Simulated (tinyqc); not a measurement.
Thermal stress and diffusional relaxation in a metal film: Coble and Nabarro-Herring creep, cooling and holds: one step, computed by the program tinyqc. Command: `OMP_NUM_THREADS=1 python tinyqc.py 3013165 3013166 out.jsonl creep walk`. One thread of a shared host (Intel(R) Xeon(R) Processor @ 2.30GHz), about 0.04 s of CPU time with the checks.

A thin film on a rigid substrate is stress-free at T0. Tension is positive and the film creeps linearly: d sigma/dt = -M (mismatch) dT/dt - sigma/tau.

Question. Elastic stress after a quench. Thermoelastic slope = M x mismatch; sigma_0 = slope x (T0 - T).

Inputs (values chosen for the exercise, modelled on aluminium films on silicon):
```
quantity                    value    unit
biaxial modulus M             105     GPa
expansion mismatch           21.1  1e-6/K
stress-free temperature T0    350       C
hold temperature T            210       C
```

Give: thermoelastic slope; stress after a quench sigma_0.

Answer.

thermoelastic slope = 2.2155 MPa/K

stress after a quench sigma_0 = 310.17 MPa
